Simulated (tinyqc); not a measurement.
Worked calculation: sp3 tight binding, zinc-blende lattice. Computed by tinyqc, a small Python program that keeps every step. Command: `OMP_NUM_THREADS=1 python tinyqc.py 26343 26344 out.jsonl` (the two numbers bound the seeds that draw the settings). One thread of a shared host (Intel(R) Xeon(R) Processor @ 2.60GHz), about 0.01 s of CPU time with the checks.

## Bloch Hamiltonian at k

Parameters chosen for this model: zinc-blende lattice, anion at 0, cation at a/4 (1,1,1); V = eta hbar^2 / (m d^2), hbar^2/m = 7.619964 eV angstrom^2:
```
parameter          value      unit
a               5.960000  angstrom
d               2.580756  angstrom
Es anion      -11.090000        eV
Ep anion       -7.310000        eV
Es cation     -11.090000        eV
Ep cation      -7.310000        eV
eta ss         -1.320000
eta sp          1.420000
eta pp sigma    2.220000
eta pp pi      -0.630000
V ss           -1.510195        eV
V sp            1.624604        eV
V pp sigma      2.539874        eV
V pp pi        -0.720775        eV
```

k point k (2 pi / a): 0.120000  -0.080000  0.510000

Slater-Koster rules over the four bonds with direction cosines (l, m, n): ss V_ss; s-px l V_sp; px-s -l V_sp; px-px l^2 V_pps + (1 - l^2) V_ppp; px-py l m (V_pps - V_ppp); each times exp(i k.d).

H(k) at k (eV):
```
                      a s                 a px                a py                 a pz
a s            -11.090000             0.000000            0.000000             0.000000
a px             0.000000            -7.310000            0.000000             0.000000
a py             0.000000             0.000000           -7.310000             0.000000
a pz             0.000000             0.000000            0.000000            -7.310000
c s   -4.096833+0.101879i  -0.331705+0.485389i  0.500882-0.321445i  -0.061319+2.625718i
c px   0.331705-0.485389i   0.993172-0.024698i  0.071054-3.042594i  -0.580406+0.372479i
c py  -0.500882+0.321445i   0.071054-3.042594i  0.993172-0.024698i   0.384369-0.562452i
c pz   0.061319-2.625718i  -0.580406+0.372479i  0.384369-0.562452i   0.993172-0.024698i

                      c s                 c px                 c py                 c pz
a s   -4.096833-0.101879i   0.331705+0.485389i  -0.500882-0.321445i   0.061319+2.625718i
a px  -0.331705-0.485389i   0.993172+0.024698i   0.071054+3.042594i  -0.580406-0.372479i
a py   0.500882+0.321445i   0.071054+3.042594i   0.993172+0.024698i   0.384369+0.562452i
a pz  -0.061319-2.625718i  -0.580406-0.372479i   0.384369+0.562452i   0.993172+0.024698i
c s            -11.090000             0.000000             0.000000             0.000000
c px             0.000000            -7.310000             0.000000             0.000000
c py             0.000000             0.000000            -7.310000             0.000000
c pz             0.000000             0.000000             0.000000            -7.310000
```

## Levels at k

Diagonalise the Hermitian matrix.

eigenvalues (eV): -15.968325  -10.988451  -10.577896  -10.203288  -5.421894  -5.040544  -4.057656  -3.781946

weights |c|^2 of the basis functions:
```
        band 1    band 2    band 3    band 4    band 5    band 6    band 7    band 8
a s   0.462239  0.092807  0.002695  0.088816  0.035164  0.285867  0.000442  0.031968
a px  0.001761  0.162030  0.216336  0.115434  0.007927  0.030257  0.277091  0.189164
a py  0.000939  0.159244  0.275777  0.054339  0.007397  0.057582  0.222424  0.222299
a pz  0.035062  0.085919  0.005192  0.241411  0.449511  0.126294  0.000043  0.056569
c s   0.462239  0.092807  0.002695  0.088816  0.035164  0.285867  0.000442  0.031968
c px  0.001761  0.162030  0.216336  0.115434  0.007927  0.030257  0.277091  0.189164
c py  0.000939  0.159244  0.275777  0.054339  0.007397  0.057582  0.222424  0.222299
c pz  0.035062  0.085919  0.005192  0.241411  0.449511  0.126294  0.000043  0.056569
```

## Bloch Hamiltonian at G

k point G (2 pi / a): 0  0  0

As before.

H(k) at G (eV):
```
             a s       a px       a py       a pz         c s       c px       c py       c pz
a s   -11.090000   0.000000   0.000000   0.000000   -6.040780   0.000000   0.000000   0.000000
a px    0.000000  -7.310000   0.000000   0.000000    0.000000   1.464432   0.000000   0.000000
a py    0.000000   0.000000  -7.310000   0.000000    0.000000   0.000000   1.464432   0.000000
a pz    0.000000   0.000000   0.000000  -7.310000    0.000000   0.000000   0.000000   1.464432
c s    -6.040780   0.000000   0.000000   0.000000  -11.090000   0.000000   0.000000   0.000000
c px    0.000000   1.464432   0.000000   0.000000    0.000000  -7.310000   0.000000   0.000000
c py    0.000000   0.000000   1.464432   0.000000    0.000000   0.000000  -7.310000   0.000000
c pz    0.000000   0.000000   0.000000   1.464432    0.000000   0.000000   0.000000  -7.310000
```

## Levels at G

As before.

eigenvalues (eV): -17.130780  -8.774432  -8.774432  -8.774432  -5.845568  -5.845568  -5.845568  -5.049220

## Bands along a path

The same steps at evenly spaced points between the labelled ones.

Bands along the path (eV):
```
k             band 1      band 2      band 3      band 4     band 5     band 6     band 7     band 8
L         -15.040866  -13.046563  -10.215981  -10.215981  -5.948362  -4.404019  -4.404019  -2.764208
L-G 0.25  -15.571306  -12.335999  -10.052643  -10.052643  -5.845163  -4.567357  -4.567357  -3.047533
L-G 0.50  -16.363273  -10.993824   -9.611009   -9.611009  -5.612202  -5.008991  -5.008991  -3.830701
L-G 0.75  -16.928975   -9.571270   -9.061342   -9.061342  -5.558658  -5.558658  -5.500739  -4.799017
G         -17.130780   -8.774432   -8.774432   -8.774432  -5.845568  -5.845568  -5.845568  -5.049220
G-X 0.25  -16.860026   -9.454409   -9.454409   -9.218663  -5.767969  -5.165591  -5.165591  -4.953342
G-X 0.50  -16.079311  -10.553886  -10.553886  -10.342660  -5.556656  -4.821372  -4.066114  -4.066114
G-X 0.75  -14.879571  -11.820219  -11.365503  -11.365503  -5.271722  -4.828488  -3.254497  -3.254497
X         -13.401020  -13.401020  -11.657531  -11.657531  -4.998980  -4.998980  -2.962469  -2.962469
X-W 0.25  -13.401020  -13.401020  -11.657531  -11.657531  -4.998980  -4.998980  -2.962469  -2.962469
X-W 0.50  -13.401020  -13.401020  -11.657531  -11.657531  -4.998980  -4.998980  -2.962469  -2.962469
X-W 0.75  -13.401020  -13.401020  -11.657531  -11.657531  -4.998980  -4.998980  -2.962469  -2.962469
W         -13.401020  -13.401020  -11.657531  -11.657531  -4.998980  -4.998980  -2.962469  -2.962469
```

With 4 band(s) filled, the highest filled level on these points lies at G and the lowest empty one at L: a gap of 2.8261 eV, indirect.
